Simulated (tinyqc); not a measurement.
Optical gain and spontaneous emission in a bulk direct-gap semiconductor, step by step. Values are carried at full precision from step to step, so a last printed digit may differ when a step is redone from the rounded ones.

F_j(eta) = (1/Gamma(j + 1)) integral_0^infinity x^j dx/(1 + exp(x - eta)), which tends to exp(eta) for eta << 0.

Quasi-Fermi levels: n = Nc F_1/2(Fc/kT) and p = Nv F_1/2(Fv/kT), Fc counted up from the conduction edge and Fv down from the valence edge; Nc, Nv from N = 2 (m kB T/(4 pi c))^(3/2) with c = hbar^2/2m0, in 1/angstrom^3; times 1e24 for 1/cm^3, with me and (mhh^(3/2) + mlh^(3/2))^(2/3).

Constants: hbar^2/2m0 = 3.80998211 eV angstrom^2; kB = 8.617333262e-05 eV/K; fine-structure constant alpha = 0.007297352564; hbar = 6.58211957e-16 eV s; hbar c = 1973.269805 eV angstrom.

Inputs chosen for the exercise (near those of InP; not measured data): me = 0.0808 m0 (electron mass); mhh = 0.592 m0 (heavy-hole mass); mlh = 0.0892 m0 (light-hole mass); n = 7.5e+18 1/cm^3 (injected density, n = p); T = 400 K; Eg = 1.342 eV (direct gap); Ep = 20.9 eV (Kane energy); nr = 3.41 (refractive index); E = 1.445 eV (photon energy).

## Quasi-Fermi levels

Solve for Fc and Fv.

kT = 0.034469 eV
Nc = 8.874e+17 1/cm^3
Nv = 1.863e+19 1/cm^3
Fc = 0.1668 eV
Fv = -0.0265 eV
Fc + Fv = 0.1404 eV

The separation of the quasi-Fermi levels exceeds the gap, so photons between Eg and Eg + (Fc + Fv) see gain. The quasi-Fermi level of the electrons lies inside the band, that of the holes in the gap.

## Absorption of the empty crystal

Parabolic bands, vertical transitions, no excitons. For each hole band j: mr = me mj/(me + mj); joint density of states J_j(E) = (mr/c)^(3/2) sqrt(E - Eg)/(2 pi^2), both spins, c = hbar^2/2m0; averaged matrix element |e.p|^2 = m0 Ep/6; alpha_j(E) = 4 pi^2 alpha_f c Ep J_j/(3 nr E) in 1/angstrom (alpha_f the fine-structure constant, listed as alpha among the constants), times 1e8 for 1/cm.

Evaluate at E for heavy and light holes.

mr, J and alpha of each hole band:

| hole | mr (m0) | J (1/(eV angstrom^3)) | alpha (1/cm) |
|---|---|---|---|
| heavy | 0.07110 | 4.145e-05 | 6431.7 |
| light | 0.04240 | 1.909e-05 | 2961.7 |

The heavy-hole band gives 68 % of the total, 9393 1/cm.

## Occupations and gain at E

For band j the electron sits at Ee = (E - Eg) mr/me above its edge and the hole at Eh = (E - Eg) mr/mj; fe = 1/(1 + exp((Ee - Fc)/kT)), fh = 1/(1 + exp((Eh - Fv)/kT)); gain g = sum_j alpha_j (fe + fh - 1).

Use mr and alpha from the table.

Energies, occupations and gain of each hole band:

| hole | Ee (eV) | Eh (eV) | fe | fh | g (1/cm) |
|---|---|---|---|---|---|
| heavy | 0.0906 | 0.0124 | 0.901 | 0.245 | 939 |
| light | 0.0540 | 0.0490 | 0.963 | 0.101 | 190 |

total gain = 1129 1/cm

E - Eg = 0.1030 eV is below Fc + Fv = 0.1404 eV, so both bands give gain (Bernard-Duraffourg).

## Spontaneous emission

Spontaneous rate: R = integral of (nr E/(hbar c))^2/(pi^2 hbar) sum_j alpha_j fe fh dE, with alpha in 1/cm and (nr E/(hbar c))^2 in 1/cm^2 (1e16 per 1/angstrom^2); B = R/(n p); lifetime n/R.

Integrate over photon energy.

R = 3.13e+27 1/(cm^3 s)
B = 5.57e-11 cm^3/s
radiative lifetime = 2.39 ns

## Checks

- B at n = 1e13 1/cm^3 against the van Roosbroeck-Shockley value from alpha and ni^2 (cm^3/s): both 9.30e-11.

Computed by tinyqc, a small Python program: `OMP_NUM_THREADS=1 python tinyqc.py 1680112 1680113 out.jsonl` (the numbers bound the seed that draws the inputs); one thread of a shared host (Intel(R) Xeon(R) Processor @ 2.30GHz), about 0.08 s for the whole set of steps.
